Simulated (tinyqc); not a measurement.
Speciation in dilute and buffered hydrofluoric acid, oxide etch rate and bath loading: one step, computed by the program tinyqc.

Concentrations stand for activities, NH4+ and Cl- are spectators, and water ionisation is neglected. H, F and HF2 denote the ions H+, F- and HF2-. The base temperature is 298 K.

Question. One trial. Fluoride balance: [HF] + [F] + 2 [HF2] + 2 [H2F2] = HF added + NH4F added. Acid balance: [H] + [HF] + [HF2] + 2 [H2F2] = HF added + HCl added. For a trial [H], [HF] = [H][F]/K1, and the fluoride balance is a quadratic in [F]. Take pH = 3. The residual is the left side of the acid balance less the right.

Inputs (values chosen for the exercise, of the order of those for thermal oxide at room temperature):
```
quantity                 value   unit
HF added                 0.032  mol/L
NH4F added               0.039  mol/L
HCl added                    0  mol/L
K1 = [H][F]/[HF]      0.000701  mol/L
K2 = [HF2]/([HF][F])       4.2  L/mol
K3 = [H2F2]/[HF]^2        2.92  L/mol
```

Give: [F]; [HF]; [HF2]; [H2F2]; residual.

Answer.

[F] = 0.02372 mol/L

[HF] = 0.03384 mol/L

[HF2] = 0.003372 mol/L

[H2F2] = 0.003344 mol/L

residual = 0.01290 mol/L

The residual is positive: the trial holds too much acid, so the pH lies above 3.
